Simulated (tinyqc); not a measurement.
# AlGaN/GaN HEMT with access regions, lumped model: effects of single changes

A polarisation-induced electron sheet under a Schottky gate, in series with two ungated access regions and contacts. Drift law v = mu E/(1 + mu E/vs) under the gate. Currents in mA/mm, resistances in ohm mm. No self-heating, no channel-length modulation; fits for polarisation, barrier and offset are chosen for the exercise.

Inputs (values chosen for the exercise); values close to those of AlGaN/GaN structures:
```
symbol,value,unit,meaning
x,0.23,,aluminium share of the barrier
d,18,nm,barrier thickness
eps_r,9.1,,relative permittivity of barrier and channel
mu,1500,cm^2/(V s),channel mobility
vs,1.2e7,cm/s,saturation velocity
Lg,1.5,um,gate length
Ls,2,um,source access length
Ld,16,um,drain access length
Rc,0.52,ohm mm,resistance of each contact
ft,0,,share of the drain-access electrons removed by traps
Vg,0,V,gate voltage
```

Constants: q = 1.602176634e-19 C, eps0 = 8.8541878128e-14 F/cm where lengths are in cm. Results are converted to the units shown.

Each table varies one quantity; the others keep the values above.

## Effect of the gate voltage

sigma = (5e13 x + 1.6e13 x^2) cm^-2, phiB = 0.84 + 1.3 x, dEc = 0.7 (1.71 x + x^2) in volts, Cb = eps0 eps_r/d, VT = phiB - dEc - q sigma/Cb, access density n0 = -Cb VT/q. Access resistance R(L, n) = L/(q mu n sqrt(1 - (I/(q n vs))^2)); Rs = Rc + R(Ls, n0), Rd = Rc + R(Ld, (1 - ft) n0). Vg' = Vg - I Rs, Vd' = Vd - I (Rs + Rd); with u = Vg' - VT, Vc = vs Lg/mu and w the smaller of Vd' and Vc [sqrt(1 + 2 u/Vc) - 1] (0 if negative), the channel gives (mu Cb/Lg)(u w - w^2/2)/(1 + w/Vc). I equals that channel current. Isat is I at Vd = 10 V, gm = dIsat/dVg, Ron the limit of Vd/I at small Vd.

The same in every row: VT (V) = -3.592; n0 (cm^-2) = 1.004e13.

Effect of the gate voltage:

| Vg (V) | Ron (ohm mm) | Isat (mA/mm) | gm (mS/mm) |
|---|---|---|---|
| -3.2 | 14.20 | 22.81 | 97.95 |
| -2.5 | 10.55 | 116.0 | 158.3 |
| -1.9 | 9.822 | 218.8 | 182.3 |
| -1.2 | 9.436 | 352.6 | 198.7 |
| -0.5 | 9.225 | 495.4 | 208.3 |
| 0.2 | 9.091 | 643.1 | 213.3 |
| 0.8 | 9.011 | 771.6 | 214.5 |
| 1.5 | 8.941 | 900.3 | 97.76 |

What does the table show?

As Vg goes from -3.2 to 1.5 V, Ron falls from 14.2 to 8.94 ohm mm, Isat rises from 22.8 to 900 mA/mm and gm goes from 97.9 through a maximum of 215 (at Vg = 0.8 V among the rows listed) to 97.8 mS/mm. The ceiling Cb vs is 537 mS/mm. For Vg = 0.2 to 1.5 V the power passes 5 W/mm, where self-heating, left out here, lowers the current. At Vg = 1.5 V the gated channel is not yet saturated at 10 V, because the access regions take the voltage, and gm drops. At Vg = 1.5 V Vg comes within 0.2 V of phiB or passes it, so at low drain current, as for Ron, the Schottky gate would conduct.

## Effect of the source access length

Same model as above.

The same in every row: VT (V) = -3.592; n0 (cm^-2) = 1.004e13.

Results:

| Ls (um) | Ron (ohm mm) | Isat (mA/mm) | gm (mS/mm) |
|---|---|---|---|
| 0.1 | 8.337 | 734.1 | 272.7 |
| 0.3 | 8.419 | 716.7 | 264.2 |
| 0.6 | 8.544 | 692.4 | 252.7 |
| 1.5 | 8.917 | 629.9 | 224.7 |
| 2.5 | 9.331 | 574.2 | 201.3 |
| 4 | 9.953 | 508.5 | 175.1 |

Estimate the missing row, Ls = 1 um.

Computed row:

| Ls (um) | Ron (ohm mm) | Isat (mA/mm) | gm (mS/mm) |
|---|---|---|---|
| 1 | 8.710 | 662.9 | 239.2 |

With this row back in the table: As Ls goes from 0.1 to 4 um, Ron rises from 8.34 to 9.95 ohm mm, Isat falls from 734 to 508 mA/mm and gm falls from 273 to 175 mS/mm. The ceiling Cb vs is 537 mS/mm. In every row the power passes 5 W/mm, where self-heating, left out here, lowers the current.

## Effect of the share of the drain-access electrons removed by traps

Same model as above.

The same in every row: VT (V) = -3.592; n0 (cm^-2) = 1.004e13.

Effect of the share of the drain-access electrons removed by traps:

| ft | Ron (ohm mm) | Isat (mA/mm) | gm (mS/mm) |
|---|---|---|---|
| 0 | 9.124 | 600.6 | 212.2 |
| 0.1 | 9.861 | 600.6 | 212.2 |
| 0.2 | 10.78 | 600.6 | 212.2 |
| 0.3 | 11.97 | 600.6 | 212.2 |
| 0.4 | 13.55 | 590.7 | 90.64 |
| 0.5 | 15.76 | 522.1 | 23.93 |
| 0.6 | 19.07 | 433.3 | 8.789 |
| 0.7 | 24.60 | 334.3 | 3.276 |

What does the comparison show, and why?

As ft goes from 0 to 0.7, Ron rises from 9.12 to 24.6 ohm mm, Isat falls from 601 to 334 mA/mm and gm falls from 212 to 3.28 mS/mm. The ceiling Cb vs is 537 mS/mm. For ft = 0 to 0.5 the power passes 5 W/mm, where self-heating, left out here, lowers the current. For ft = 0.4 to 0.7 the gated channel is not yet saturated at 10 V, because the access regions take the voltage, and gm drops.

Numbers from tinyqc (`OMP_NUM_THREADS=1 python tinyqc.py 2570076 2570077 out.jsonl`; about 0.03 s on one thread of a shared Intel Xeon 2.30GHz).
